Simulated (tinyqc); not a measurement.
# Surface potential of a MOS transistor: implicit equation and explicit approximations: two studies

p-type body, charge-sheet picture, depletion and inversion only, full ionisation (an idealisation for deep acceptors), Boltzmann statistics (rough once Na exp(x - xn) passes about Nc/7). In units of Vt: xg = (Vg - Vfb)/Vt, x = psi/Vt, G = gamma/sqrt(Vt), xn = (2 phiF + Vc)/Vt. The implicit equation is (xg - x)^2 = G^2 [x - 1 + exp(x - xn)] for x above about 3. Cox = eps0 eox/tox.

Parameters, values chosen for the exercise; band and dielectric values close to those of silicon: temperature T = 400 K; band gap Eg = 1.13 eV; relative permittivity eps_r = 11.6; conduction-band density of states at T Nc = 4.26e19 cm^-3; valence-band density of states at T Nv = 4.14e19 cm^-3; relative permittivity of the gate insulator (close to silicon dioxide) eox = 3.9; insulator thickness tox = 1.5 nm; acceptor density Na = 3.1e17 cm^-3; flat-band voltage Vfb = -0.36 V; channel-body voltage Vc = 1 V; gate-body voltage Vg = 1.27 V.

Constants: q = 1.602176634e-19 C, kB = 1.380649e-23 J/K, Vt = kB T/q, eps0 = 8.8541878128e-14 F/cm where lengths are in cm. Results are converted to the units shown.

Each table varies one quantity; the others keep the values above.

## Accuracy of the approximations against gate voltage

ni = sqrt(Nc Nv) exp(-Eg/(2 Vt)), Eg in volts; phiF = Vt ln(Na/ni); gamma = sqrt(2 q eps0 eps_r Na)/Cox; VT = Vfb + Vt (xn + G sqrt(xn - 1)). Depletion value a = 1 + [sqrt(G^2/4 + xg - 1) - G/2]^2; inversion value b = xn + ln[(xg - xn)^2/G^2 - xn + 1] and first guess y = min(a, b) - ln(1 + exp(-|a - b|)) if a > xn + 1, else b = y = a; one second-order correction with D = exp(y - xn), p = 2 (xg - y) + G^2 (1 + D), w = (xg - y)^2 - G^2 (y - 1 + D): z = y + 2 w/(p + sqrt(p^2 - 2 (2 - G^2 D) w)), or the Newton step z = y + w/p where the root is not real. N_inv = (Cox Vt G/q) [sqrt(x - 1 + exp(x - xn)) - sqrt(x - 1)] at the root. Lambert form (Cox m Vt/q) W0[(G/(2 m sqrt(xn - 1))) exp((Vg - VT)/(m Vt))], m = 1 + G/(2 sqrt(xn - 1)). Errors under 1e-4 mV, and the linear form below VT, are printed as 0.

Accuracy of the approximations against gate voltage:
```
Vg (V)  psi (V)   x - xn  error of y (mV)  error of z (mV)  N_inv (cm^-2)  Cox (Vg - VT)/q (cm^-2)  Lambert form (cm^-2)
1.22      1.417   -10.87                0                0        5.550e5                        0               4.766e5
1.42      1.606   -5.383          8.30e-3                0        1.259e8                        0               1.182e8
1.62      1.794  0.07047             1.83                0       2.765e10                 6.438e10              2.780e10
1.82      1.923    3.805             30.4             7.97       9.566e11                 2.938e12              1.023e12
2.02      1.973    5.264             30.5             9.33       3.071e12                 5.812e12              3.288e12
2.22      2.002    6.102             23.6            -5.04       5.510e12                 8.685e12              5.860e12
2.42      2.022    6.694             19.5            -1.96       8.076e12                 1.156e13              8.538e12
2.62      2.038    7.154             16.7            -1.07       1.071e13                 1.443e13              1.127e13
2.82      2.051    7.529             14.7           -0.668       1.339e13                 1.731e13              1.403e13
```

What does the comparison show?

psi rises from 1.42 to 2.05 V and ends 7.5 Vt above 2 phiF + Vc. Among the rows the first guess is off by at most 30 mV (at Vg = 2.02 V) and the corrected value by at most 9.3 mV. In the last row the linear form is 29 % above N_inv and the Lambert form 4.8 % above it; in the first row the Lambert form is 14 % below it. For Vg = 1.82, 2.02, 2.22, 2.42, 2.62, 2.82 the electron quasi-Fermi level lies less than 2 Vt below the band edge at the surface, or above it, where degeneracy and confinement, left out, matter.

## Effect of the insulator thickness at fixed gate voltage

Same model as above.

The same in every row: Cox (Vg - VT)/q (cm^-2) = 0.

Effect of the insulator thickness at fixed gate voltage:
```
tox (nm)  psi (V)   x - xn  error of y (mV)  error of z (mV)  N_inv (cm^-2)  Lambert form (cm^-2)
0.5        1.5726  -6.3523          1.10e-3                0       4.8281e7              4.5010e7
0.68       1.5525  -6.9365          8.34e-4                0       2.7097e7              2.5039e7
0.94       1.5239  -7.7667          5.02e-4                0       1.1926e7              1.0869e7
1.3        1.4852  -8.8900          2.26e-4                0       3.9299e6              3.5055e6
1.8        1.4331  -10.401                0                0       8.8354e5              7.6114e5
2.4        1.3731  -12.140                0                0       1.5865e5              1.2993e5
3.3        1.2882  -14.604                0                0          13949                 10378
4.5        1.1838  -17.634                0                0         703.75                441.92
```

As tox goes from 0.5 to 4.5, psi falls from 1.57 to 1.18 V, x - xn falls from -6.35 to -17.6 and N_inv falls from 4.83e7 to 704 cm^-2. The Lambert form lies between 0.628 and 0.932 times N_inv.

Computed by the program tinyqc: `OMP_NUM_THREADS=1 python tinyqc.py 2122137 2122138 out.jsonl`, one thread of a shared Intel Xeon 2.30GHz, about 0.01 s for the whole run.
